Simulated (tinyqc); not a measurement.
Inside a calculation. Method: power iteration on a symmetric matrix. One step of it, computed by the program tinyqc.

Task: Step 2. w = (A - shift) v; v' = w/|w| with its largest component positive (the first on a tie); lambda = v'^T A v'.

A, lower triangle:
```
           1          2          3          4         5         6
1   0.047000
2  -0.430000   0.191000
3  -0.269000   0.189000   0.330000
4  -1.315000  -0.162000  -0.872000   0.410000
5  -1.386000   0.006000  -0.651000  -0.078000  1.650000
6  -0.114000   0.593000  -0.076000   0.485000  0.309000  1.930000
```

vector after step 1: 0.721366  0.044438  0.349354  0.381497  0.138758  -0.436824

shift = 0.640000

Give: vector after step 2; Rayleigh quotient after step 2.

Result:

vector after step 2: 0.4676  0.2305  0.2698  0.6199  0.4939  0.1650

Rayleigh quotient after step 2 = -1.2703
